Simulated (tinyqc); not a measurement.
Worked calculation: metal-induced gap states at the contact of a metal chain and a two-band chain. Values are carried at full precision from step to step, so a last printed digit may differ when a step is redone from the rounded ones.

The semiconductor alternates sites A at -Eg/2 and C at +Eg/2 with hopping -t; the gap runs from -Eg/2 to Eg/2. In the gap cosh(q a) = 1 + (Eg^2/4 - E^2)/(2 t^2) and the amplitude changes by -exp(-q a) a period. The metal has site energy 0 and hopping -tm; its end site has g_m = (E - i sqrt(4 tm^2 - E^2))/(2 tm^2). Sites 1, 2, ... count into the semiconductor, with energies e1, e2 alternating. The clean half chain has g1 = 1/(E - e1 - t^2 g2), g2 = 1/(E - e2 - t^2 g1), decaying root. With the contact G11 = 1/(1/g1 - tc^2 g_m), and the density on site j is -Im G_jj/pi = |psi_j/psi_1|^2 (-Im G11/pi), per spin, with psi_2/psi_1 = -t g2, psi_3/psi_2 = -t g1.

Constants: e^2/(4 pi eps0) = 14.39964547 eV angstrom.

Inputs chosen for the exercise (gap and optical dielectric constant near those of GaN; the chain itself is a model; not measured data): Eg = 3.36 eV (gap); t = 2.63 eV (hopping in the semiconductor); a = 3.19 angstrom (period (two sites); one chain for each area a^2); E = 0.75 eV (energy from mid-gap); tm = 2.46 eV (hopping in the metal); tc = 1.96 eV (hopping across the contact); end = A (site that touches the metal); eps = 5.2 (dielectric constant).

## Decay in the gap

Form cosh(q a), l = exp(-q a), q and the decay length 1/(2q) of the density.

cosh(q a) = 1.16336
l = 0.56888
q = 0.17683 1/angstrom
xi, the decay length of the density = 2.828 angstrom

## Green functions

The decaying root is g1 = (1 - l)/(E - e1), g2 = (1 - l)/(E - e2), l = exp(-q a). Form them, g_m and G11.

g1, g2 (1/eV): 0.17742  -0.46357

g_m = 0.06197-0.40175i 1/eV
G11 = 0.17124-0.04896i 1/eV

## Density site by site

D1 = -Im G11/pi, D2 = (t g2)^2 D1, and each further period multiplies by l^2. The sum over all sites is (D1 + D2)/(1 - l^2). The Green functions stand in the order g1, g2.

density on sites 1 to 8 (1/eV): 0.01558  0.02316  0.00504  0.00750  0.00163  0.00243  0.00053  0.00079

Ds, the density per spin summed over the semiconductor = 0.05729 1/eV

The first period holds 68 % of the gap states at this energy.

## Pinning factor

Gap states per area N = 2 Ds/a^2 (two spins). Charge in them sits a distance xi from the metal, so S = 1/(1 + 4 pi e^2 N xi/eps), e^2 meaning e^2/(4 pi eps0); S is the change of the barrier per change of the metal work function.

N = 1.126e+14 1/(eV cm^2)
4 pi e^2 N xi/eps = 1.1078
S = 0.4744

Partial pinning, between the Bardeen (0) and Schottky (1) limits.

## Checks

- g1 from the closed form against decimation: both 0.177416.

Computed by tinyqc, a small Python program: `OMP_NUM_THREADS=1 python tinyqc.py 1452598 1452599 out.jsonl` (the numbers bound the seed that draws the inputs); one thread of a shared host (Intel(R) Xeon(R) Processor @ 2.30GHz), about 0.01 s for the whole set of steps.
